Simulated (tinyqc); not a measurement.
# Read current of a NAND string, cells in series solved by shooting: two studies

Cells in series, numbered from 0 at the source line (0 V) to the bit line, each followed by a gap resistance Rg. A cell with gate Vg, threshold VT, source Vs and drain Vd passes I = 2 nf K Vt^2 [F(Vs) - F(Vd)]/(1 + th max(Vg - VT, 0)), F(V) = ln^2(1 + exp((Vg - VT - nf V)/(2 nf Vt))). The selected cell has Vg = Vr, the others Vg = Vp.

Parameters, values chosen for the exercise; values of the order met in vertical NAND strings: temperature T = 300 K; gain factor of a cell K = 7 uA/V^2; slope factor nf = 2; mobility reduction factor th = 0.03 1/V; resistance of the gap between cells Rg = 11 kohm; bit-line voltage Vbl = 0.3 V; pass voltage Vp = 8 V; threshold of an erased cell Ve = -1.1 V; threshold of the highest state Vh = 4.2 V; threshold of the selected cell Vx = 1.3 V; sensing current Is = 20 nA; read voltage on the selected word line Vr = 1.95 V.

Constants: q = 1.602176634e-19 C, kB = 1.380649e-23 J/K, Vt = kB T/q. Results are converted to the units shown.

Each table varies one quantity; the others keep the values above.

## Read current against the number of cells

For a trial current I start at 0 V and, cell by cell, solve for the drain: sqrt(F(Vd)) = sqrt(F(Vs) - I/k), k = 2 nf K Vt^2/(1 + th max(Vg - VT, 0)), Vd = [Vg - VT - 2 nf Vt ln(exp(sqrt F) - 1)]/nf, then add I Rg. The string current is the I for which the last node reaches Vbl. The apparent threshold is the Vr at which I = Is. Background: all other cells erased (VT = Ve) or all in the highest state (VT = Vh); ratio and shift are high over erased and high minus erased. The selected cell is in the middle, cell n/2.

Read current against the number of cells:

| n | I, others erased (uA) | I, others high (uA) | ratio | apparent VT, erased (V) | apparent VT, high (V) | background shift (mV) |
|---|---|---|---|---|---|---|
| 8 | 0.4492 | 0.3560 | 0.7926 | 1.367 | 1.370 | 3.519 |
| 16 | 0.3270 | 0.2333 | 0.7135 | 1.372 | 1.379 | 7.051 |
| 32 | 0.2112 | 0.1374 | 0.6506 | 1.382 | 1.396 | 14.16 |
| 64 | 0.1234 | 0.07524 | 0.6097 | 1.401 | 1.430 | 28.55 |
| 96 | 0.08712 | 0.05178 | 0.5943 | 1.421 | 1.465 | 43.24 |
| 128 | 0.06732 | 0.03947 | 0.5863 | 1.441 | 1.500 | 58.46 |
| 192 | 0.04628 | 0.02675 | 0.5780 | 1.482 | 1.578 | 96.13 |

Read the table: what changes, and by how much?

With erased neighbours the current falls from 0.449 to 0.0463 uA, as n^(-0.46) between the first two rows and n^(-0.92) between the last two (-1 once the series resistance rules). The ratio falls from 0.793 to 0.578 and the background shift rises from 3.52 to 96.1 mV.

## Effect of the bit-line voltage

Same model as above.

The string has 64 cells and the selected one is cell 32.

Effect of the bit-line voltage:

| Vbl (V) | I, others erased (uA) | I, others high (uA) | ratio | apparent VT, erased (V) | apparent VT, high (V) | background shift (mV) |
|---|---|---|---|---|---|---|
| 0.1 | 0.04458 | 0.02718 | 0.6096 | 1.420 | 1.491 | 70.92 |
| 0.2 | 0.08627 | 0.05243 | 0.6078 | 1.402 | 1.431 | 29.52 |
| 0.3 | 0.1234 | 0.07524 | 0.6097 | 1.401 | 1.430 | 28.55 |
| 0.4 | 0.1523 | 0.09449 | 0.6202 | 1.401 | 1.430 | 28.52 |
| 0.5 | 0.1671 | 0.1078 | 0.6455 | 1.401 | 1.430 | 28.52 |
| 0.6 | 0.1696 | 0.1130 | 0.6662 | 1.401 | 1.430 | 28.52 |
| 0.7 | 0.1697 | 0.1136 | 0.6696 | 1.401 | 1.430 | 28.52 |
| 0.8 | 0.1697 | 0.1137 | 0.6698 | 1.401 | 1.430 | 28.52 |

Read the table: what changes, and by how much?

As Vbl goes from 0.1 to 0.8 V, the current with erased neighbours rises from 0.0446 to 0.170 uA, that with high neighbours rises from 0.0272 to 0.114 uA and the ratio goes from 0.610 through a minimum of 0.608 (at Vbl = 0.2 among the rows listed) to 0.670. The background shift falls from 70.9 to 28.5 mV.

Numbers from tinyqc (`OMP_NUM_THREADS=1 python tinyqc.py 2142032 2142033 out.jsonl`; about 0.6 s on one thread of a shared Intel Xeon 2.30GHz).
